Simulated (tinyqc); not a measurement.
Equal gaps, different models: fitting sp3s* parameters to three gaps by Newton steps.

sp3s* tight binding, nearest neighbours only: anion (a) at 0, cation (c) at a/4 (1,1,1), orbitals s, px, py, pz, s* on each; k in units of 2 pi/a. With phases e_j = exp(i (pi/2) k.n_j) for n = (1,1,1), (1,-1,-1), (-1,1,-1), (-1,-1,1): g0 = (e1+e2+e3+e4)/4, g1 = (e1+e2-e3-e4)/4, g2 = (e1-e2+e3-e4)/4, g3 = (e1-e2-e3+e4)/4. The diagonal holds the levels Esa, Epa, Exa (s*) and Esc, Epc, Exc. Anion-cation block: <sa|sc> = Vss g0; <sa|xc> = Vsapc g1; <xa|sc> = -Vscpa g1; <xa|xc> = Vxx g0; <xa|yc> = <ya|xc> = Vxy g3, <xa|zc> = <za|xc> = Vxy g2, <ya|zc> = <za|yc> = Vxy g1; <s*a|xc> = Vxapc g1; <xa|s*c> = -Vpaxc g1; y and z take g2 and g3 in place of g1; s-s* and s*-s* vanish.

Gaps are level 5 at Gamma, X = (1,0,0) and L = (1/2,1/2,1/2) less level 4 at Gamma; no spin-orbit coupling. Free parameters: Vss, Vsapc and Vpaxc. H is linear in them, so by Hellmann-Feynman J_ij = <u|dH/dp_j|u> for level 5 at point i less the same for level 4 at Gamma. Newton: p(new) = p + J^-1 (target - gaps); stop when all misses are below 1e-7 eV.

Constants: hbar^2/2m0 = 3.80998211 eV angstrom^2.

Parameters, chosen for this exercise (out of a larger set: near a published set for InP, fitted to gaps, whose masses and valley positions are rough; not measured data): p = (-8.551, 0.871, -1.486, 4.06, 8.244, 7.055, -5.379, 1.879, 4.218, 2.232, 5.575, 3.458, 4.475) eV (start, order Esa, Epa, Esc, Epc, Exa, Exc, Vss, Vxx, Vxy, Vsapc, Vscpa, Vxapc, Vpaxc); tg = (1.1711, 2.4972, 1.8708) eV (target gaps at Gamma, X, L); a = 5.871 angstrom (lattice constant).

The same three targets are met with other triples of free parameters (those for which Newton converges within 3 eV of the start). Not fitted: level 5 at K = (3/4,3/4,0) above Ev, the spacing of levels 6 and 5 at X, the depth of level 2 at X below Ev, the valence width at Gamma, and the mass c q^2/(E(q) - E(0)) of level 5 along [100], q = 0.002 (2 pi/a), c = hbar^2/2m0.

Unfitted results:
```
free parameters    largest change (eV)  K (eV)  X spacing (eV)  level 2 at X (eV)  valence width (eV)  mass (m0)
start                            0.000   2.379           0.514              6.633              11.455     0.1232
Vss, Vxapc, Vpaxc                0.295   2.420           0.516              6.608              11.210     0.0971
Esc, Vxapc, Vpaxc                0.751   2.437           0.792              6.611              11.528     0.0996
Vss, Vsapc, Vpaxc                0.295   2.406           0.381              6.676              11.210     0.0955
Esa, Vxapc, Vscpa                1.161   2.420           0.520              6.713              12.372     0.0932
Vss, Exa, Exc                    0.295   2.421           0.540              6.622              11.210     0.0971
Esc, Vsapc, Exc                  1.321   2.431           0.706              6.745              11.528     0.0978
```

What can be read from this table?

All fitted rows have the same three gaps, yet they spread by 32 meV at K, 411 meV in the X spacing, 137 meV in level 2 at X, 1161 meV in the valence width and 6.6 % in the mass. The smallest change of parameters, 0.295 eV, is that of Vss, Vxapc, Vpaxc; Vss, Vsapc, Vpaxc; Vss, Exa, Exc. A fit fixes what it was given and leaves the rest to the choice of free parameters.

tinyqc: `OMP_NUM_THREADS=1 python tinyqc.py 1452118 1452119 out.jsonl`; about 0.1 s, one thread, shared Intel(R) Xeon(R) Processor @ 2.30GHz.
